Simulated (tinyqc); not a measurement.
Field dependence: Hall effect and magnetoresistance of several carrier groups with constant relaxation times. Computed by tinyqc, a small Python program. Command: `OMP_NUM_THREADS=1 python tinyqc.py 3000746 3000747 out.jsonl hall2 walk`. One thread of a shared host (Intel(R) Xeon(R) Processor @ 2.30GHz), about 0.01 s of CPU time with the checks.

Group 1 has charge -e and group 2 charge +e; s_i is that sign. B lies along z; mu B is formed with mu in m^2/(V s).

Inputs (values chosen for the exercise, for a model conductor):
```
quantity,value,unit
density n1,5.5e+12,1/cm^2
mobility mu1,78000,cm^2/(V s)
density n2,2.3e+14,1/cm^2
mobility mu2,4900,cm^2/(V s)
magnetic field B,7.6,T
```

Carriers: electrons and holes. Densities: per area (a thin layer).

Constants: e = 1.602176634e-19 C.

Method:
- Weak field: R_H(0) = sum s_i n_i mu_i^2/(e (sum n_i mu_i)^2); MR = c B^2 with c = n1 n2 mu1 mu2 (s1 mu1 - s2 mu2)^2/(n1 mu1 + n2 mu2)^2. Strong field: R_H = 1/(e sum s_i n_i); rho_xx saturates at (n1/mu1 + n2/mu2)/(e (sum s_i n_i)^2).
- sigma_xx = sum n_i e mu_i/(1 + mu_i^2 B^2); sigma_xy = sum s_i n_i e mu_i^2 B/(1 + mu_i^2 B^2).
- rho_xx = sigma_xx/(sigma_xx^2 + sigma_xy^2); Hall coefficient R_H = sigma_xy/(B (sigma_xx^2 + sigma_xy^2)), with B in V s/cm^2 (1 T = 1e-4 V s/cm^2); magnetoresistance MR = rho_xx(B)/rho_xx(0) - 1.

saturation MR = 45.1311 %

Against the field:
```
B (T),mu1 B,rho_xx (ohm),R_H (cm^2/C),MR (%)
0.0064,4.9920e-02,4.0135,-71902,5.6142e-02
0.019,1.4820e-01,4.0309,-70943,4.9005e-01
0.051,3.9780e-01,4.1439,-64710,3.3079e+00
0.13,1.0140e+00,4.6258,-38139,1.5320e+01
0.32,2.4960e+00,5.3815,3535,3.4161e+01
0.77,6.0060e+00,5.7264,22556,4.2759e+01
1.9,1.4820e+01,5.8052,26901,4.4724e+01
5.1,3.9780e+01,5.8193,27676,4.5074e+01
15,1.1700e+02,5.8213,27787,4.5125e+01
```

R_H changes sign between 0.130 and 0.320 T. MR starts as B^1.99 and ends as B^0.00; it saturates at 45.1 %. One group alone would show no magnetoresistance in this model. The rows with mu1 B well above 1 show the semiclassical limit; Landau quantisation is left out. Caution: mu B is well above 1, where Landau quantisation, left out here, shows at low temperature.

Extremes, crossings and ranges named in words are read from the listed rows.
